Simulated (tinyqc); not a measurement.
CMOS latch-up, two-transistor model: effect of the temperature.

A parasitic pnp (emitter at Vdd, base shunted by Rw) and npn (emitter at ground, base shunted by Rs) feed each other: the npn collector current flows out of the pnp base node, the pnp collector current into the npn base node. Forward-active transistors with constant gains: Icn = Isn exp(Vn/Vt), Icp = Isp (exp(Vp/Vt) - 1). A current Ii is injected into the npn base node.

Isn, Isp and Von are given at 325 K; the currents scale as T^3 exp(-1.12 V/Vt), Von falls by 1.5 mV/K, gains and resistances are fixed. Node equations: Vp/Rw + Icp/bp = Icn and Vn/Rs + Icn/bn = Icp + Ii. Loop gain G = gn gp/[(1/Rw + gp/bp)(1/Rs + gn/bn)], gn = Icn/Vt, gp = (Icp + Isp)/Vt; the off state ends where G = 1, and Ii there is the trigger current. On state with both base-emitter voltages at Von: npn base current Ib = (Von/Rs + bp Von/Rw)/(bn bp - 1), holding current Ih = (bn + 1) Ib + Von/Rs, holding voltage Vh = Vsat + Von + R2 (Ib + Von/Rs).

Values chosen for this exercise; values close to those of bulk CMOS:
```
symbol    value  unit                                                     meaning
bn          6.8                                           current gain of the npn
bp          5.3                                           current gain of the pnp
Isn     1.4e-13     A  saturation current of the npn at the reference temperature
Isp     1.1e-13     A  saturation current of the pnp at the reference temperature
Rs          360   ohm                       substrate resistance shunting the npn
Rw          630   ohm                            well resistance shunting the pnp
R2          120   ohm           resistance from the pnp collector to the npn base
Von        0.67     V                        base-emitter voltage in the on state
Vsat       0.18     V                                          saturation voltage
Vdd         2.5     V                                              supply voltage
```

Constants: q = 1.602176634e-19 C, kB = 1.380649e-23 J/K, Vt = kB T/q. Results are converted to the units shown.

Effect of the temperature:
```
T (K)  Vn at trigger (V)  trigger current (mA)  Ih (mA)  Vh (V)
233               0.7947                 2.364    4.257   1.288
263               0.7426                 2.204    4.020   1.227
293               0.6889                 2.040    3.783   1.165
323               0.6337                 1.871    3.546   1.103
353               0.5768                 1.697    3.309   1.041
383               0.5182                 1.518    3.072  0.9797
413               0.4577                 1.333    2.835  0.9180
443               0.3950                 1.142    2.598  0.8562
```

What does the table show?

As T goes from 233 to 443 K, the trigger current falls from 2.36 to 1.14 mA, Ih falls from 4.26 to 2.60 mA and Vh falls from 1.29 to 0.856 V. Vh exceeds the supply Vdd = 2.5 V, which then cannot sustain a latched state, in 0 of the 8 rows.

tinyqc, about 0.04 s, one thread, Intel Xeon 2.30GHz (shared host): `OMP_NUM_THREADS=1 python tinyqc.py 2670069 2670070 out.jsonl`
